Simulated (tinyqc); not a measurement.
Spin coating of a resist or spin-on film: centrifugal thinning, evaporation and the final thickness (Emslie and Meyerhofer models). Changing the solids volume fraction c0. Computed by tinyqc, a small Python program. Command: `OMP_NUM_THREADS=1 python tinyqc.py 3113439 3113440 out.jsonl spincoat sweep`. One thread of a shared host (Intel(R) Xeon(R) Processor @ 2.30GHz), about 0.2 s of CPU time with the checks.

A Newtonian film stays uniform over the wafer; solvent and solids have the same density and the concentration is uniform through the thickness.

Inputs (values chosen for the exercise, of the order of those of a polymer resist in an ester solvent):

| quantity | value | unit |
|---|---|---|
| kinematic viscosity of the solvent nu_s | 1.1 | mm^2/s |
| viscosity constant k | 590 | mm^2/s |
| viscosity exponent gamma | 3.1 | - |
| spin speed f | 1500 | rpm |
| evaporation rate at 1000 rpm e0 | 0.072 | micrometre/s |
| starting thickness h0 | 100 | micrometre |
| wafer radius R | 50 | mm |
| shrinkage in the bake | 10 | % |

Method:
- omega = 2 pi f/60; nu(c) = nu_s + k c^gamma; evaporation rate e = e0 sqrt(f/1000 rpm).
- Flow constant K = 2 omega^2/(3 nu(c0)); Reynolds number of the air omega R^2/nu_air with nu_air = 15 mm^2/s.
- Meyerhofer estimate: flow rules until (1 - c0) K h^3 = e, then evaporation alone: h_w = (e/((1 - c0) K))^(1/3), dry film c0 h_w.
- Full model for solids s and liquid l per area, h = s + l, c = s/h: ds/dt = -c Q, dl/dt = -(1 - c) Q - e, Q = 2 omega^2 h^3/(3 nu(c)); integrated adaptively (relative tolerance 1e-9) until l = 0.
- Dry film = s at l = 0, before the bake; film after the bake = s x (1 - shrinkage).

One run for each value:

| solids volume fraction c0 | dry film (nm) | nu(c0) (mm^2/s) | dry film, estimate (nm) | time to dry (s) |
|---|---|---|---|---|
| 0.010 | 18.1 | 1.100 | 18.1 | 24.574 |
| 0.016 | 29.0 | 1.102 | 29.1 | 24.475 |
| 0.025 | 45.7 | 1.106 | 45.6 | 24.377 |
| 0.040 | 74.8 | 1.127 | 73.9 | 24.396 |
| 0.063 | 125.2 | 1.212 | 120.1 | 24.970 |
| 0.100 | 230.8 | 1.569 | 210.6 | 27.337 |
| 0.160 | 494.9 | 3.112 | 433.3 | 33.788 |
| 0.250 | 1142.1 | 9.125 | 1006.3 | 44.776 |
| 0.400 | 2909.4 | 35.554 | 2729.3 | 58.554 |

Over the rows, dry film (nm) rises from 18.1 to 2910 (exponent d ln y / d ln x 1.0 between the first rows and 2.0 between the last); nu(c0) (mm^2/s) rises from 1.10 to 35.6 (exponent d ln y / d ln x 0.0024 between the first rows and 2.9 between the last); dry film, estimate (nm) rises from 18.1 to 2730 (exponent d ln y / d ln x 1.0 between the first rows and 2.1 between the last). In the estimate the dry film goes as c0 (nu/(1 - c0))^(1/3), so its exponent rises above 1 once the solids raise the viscosity.
